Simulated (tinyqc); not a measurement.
Scattering of inversion-layer electrons by surface optical phonons of the gate insulator (remote phonon scattering): one step, computed by the program tinyqc. Command: `OMP_NUM_THREADS=1 python tinyqc.py 3110234 3110235 out.jsonl sophonon walk`. One thread of a shared host (Intel(R) Xeon(R) Processor @ 2.30GHz), about 0.02 s of CPU time with the checks.

One subband with the Fang-Howard envelope; insulator and channel are half-spaces, the gate is far away, and an interlayer only moves the polar surface away by t (its own modes and its permittivity contrast are left out).

Question. Surface modes and strengths. eps(w) = eps_inf + (eps_0s - eps_i) w1^2/(w1^2 - w^2) + (eps_i - eps_inf) w2^2/(w2^2 - w^2). Surface modes solve eps(w) + eps_s = 0, a quadratic in w^2; the strength of a mode is g = 2/(w d eps/dw). Occupation N = 1/(exp(hbar w/(k_B T)) - 1).

Inputs (values chosen for the exercise, modelled on HfO2 on In0.53Ga0.47As):
```
quantity                                 value  unit
static constant of the insulator eps_0s   22.5     -
intermediate constant eps_i               6.66     -
optical constant eps_inf                  5.03     -
hbar omega_TO1                            12.1   meV
hbar omega_TO2                            47.1   meV
constant of the channel eps_s             13.9     -
temperature T                              250     K
```

Constants: k_B = 8.617333262e-05 eV/K.

Give: hbar omega_SO; strengths g; occupations N; hbar omega g (2 N + 1).

Answer.

hbar omega_SO (meV): 1 16.06, 2 49.20

strengths g: 1 0.02072, 2 0.00463

occupations N: 1 0.9027, 2 0.1135

hbar omega g (2 N + 1) (meV): 1 0.9337, 2 0.2797

The lower mode has the larger hbar omega g N, the prefactor of absorption before the dependence on q: 0.300 and 0.0259 meV.
